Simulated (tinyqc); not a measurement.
Doping and flat-band voltage from two insulator thicknesses.

Inverse problem. A junctionless wire is fully depleted at VT = Vfb - q Nd R^2/(4 eps0 eps_r) - q Nd R^2 ln(1 + tox/R)/(2 eps0 eox). Find Nd and Vfb.

Inputs (values chosen for the exercise); material values close to those of silicon:
- eps_r = 11.7 (relative permittivity of the semiconductor)
- eox = 9 (relative permittivity of the gate insulator)
- R = 15 nm (wire radius)

Constants: q = 1.602176634e-19 C, eps0 = 8.8541878128e-14 F/cm where lengths are in cm. Results are converted to the units shown.

VT at tox = 8.7 and 19 nm (V): [0.026217449, -0.11255077]

Solution. The difference of the thresholds is proportional to Nd and holds no Vfb.

Nd = 1.700e18 cm^-3
Vfb = 0.3500 V

Numbers from tinyqc (`OMP_NUM_THREADS=1 python tinyqc.py 2460156 2460157 out.jsonl`; about 0.01 s on one thread of a shared Intel Xeon 2.30GHz).
